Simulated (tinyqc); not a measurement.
# p-type polysilicon, carrier trapping at grain boundaries: effect of the doping

One-dimensional grains of size Lg, uniform ionised doping N, monovalent traps Qt at each boundary at a depth Et below (for electrons) or above (for holes) the band edge there, abrupt depletion of width W on each side of a boundary, Boltzmann statistics. xi is the distance from the band edge at the grain centre to the Fermi level. Trapped charge Qt/(1 + exp((xi + VB - Et)/Vt)) = 2 N W, barrier VB = q N W^2/(2 eps0 eps_r).

If the trap equation with xi = Vt ln(NB/N) has a root W < Lg/2, the grain is partly depleted; otherwise W = Lg/2 and the trap equation gives xi = Et - VB + Vt ln(Qt/(N Lg) - 1). N* = Qt/Lg. n0 = NB exp(-xi/Vt); mean density n0 (1 - 2 W/Lg) by charge balance in a partly depleted grain, and n0 (sqrt(pi)/2) erf(u)/u with u = sqrt(VB/Vt) in a fully depleted one; v = sqrt(kB T/(2 pi ms m0)); barrier resistivity Vt exp(VB/Vt)/(q fe n0 v Lg); grain resistivity (1 - 2 W/Lg)/(q n0 mug); effective mobility 1/(q mean density total resistivity). Rows with xi above 0.45 V, towards mid-gap, are left out, since the other carrier type is ignored.

Values chosen for this exercise; values of the order met in polycrystalline silicon: temperature T = 300 K; relative permittivity eps_r = 11.7; valence-band density of states at T NB = 2.65e19 cm^-3; grain size Lg = 260 nm; trap density of a grain boundary Qt = 5.7e11 cm^-2; depth of the trap level from the majority band edge at the boundary Et = 0.32 eV; mass for thermionic emission ms = 0.31 m0; correction factor of the emission rate fe = 0.12; mobility inside the grains mug = 210 cm^2/(V s).

Constants: q = 1.602176634e-19 C, kB = 1.380649e-23 J/K, m0 = 9.1093837015e-31 kg, Vt = kB T/q, eps0 = 8.8541878128e-14 F/cm where lengths are in cm. Results are converted to the units shown.

Effect of the doping:
```
N (cm^-3)	N/N*	depleted share 2 W/Lg	VB (V)	xi (V)	mean density (cm^-3)	resistivity (ohm cm)	effective mobility (cm^2/(V s))
1.1e15	0.05018	1.000	0.01438	0.3816	8.651e12	1816	397.2
2.3e15	0.1049	1.000	0.03006	0.3454	3.000e13	818.7	254.2
4.8e15	0.2189	1.000	0.06273	0.2901	1.958e14	342.3	93.12
1e16	0.4561	0.9675	0.1223	0.2038	3.252e14	121.6	157.8
2.1e16	0.9579	0.6639	0.1210	0.1846	7.057e15	55.39	15.97
4.5e16	2.053	0.4242	0.1058	0.1649	2.591e16	14.63	16.46
9.4e16	4.288	0.2299	0.06491	0.1458	7.239e16	1.646	52.39
2e17	9.123	0.1094	0.03129	0.1263	1.781e17	0.3119	112.4
4.2e17	19.16	0.05217	0.01494	0.1071	3.981e17	0.1125	139.4
8.8e17	40.14	0.02491	0.007135	0.08803	8.581e17	0.04896	148.6
```

As N goes from 1.1e15 to 8.8e17, VB goes from 0.0144 through a maximum of 0.122 (at N = 1e16 among the rows listed) to 0.00714 V, the resistivity falls from 1820 to 0.0490 ohm cm and the effective mobility moves up and down between 16.0 and 397 cm^2/(V s). The steepest fall of the resistivity among the rows, as N^(-3.0), lies between N = 4.5e16 and 9.4e16 cm^-3; N* = 2.19e16 cm^-3. While the grain is fully depleted VB grows as N; once the traps are full it falls as 1/N. For N = 1.1e15, 4.2e17, 8.8e17 VB is below Vt, where abrupt depletion and thermionic emission are rough. For N = 1e16 the grain is near the changeover between partial and full depletion, within a few Debye lengths, where both limits are rough. For N = 1.1e15, 2.3e15 the effective mobility exceeds mug, since drift through the depleted part of the grain is left out.

Computed by the program tinyqc: `OMP_NUM_THREADS=1 python tinyqc.py 2830121 2830122 out.jsonl`, one thread of a shared Intel Xeon 2.30GHz, about 0.01 s for the whole run.
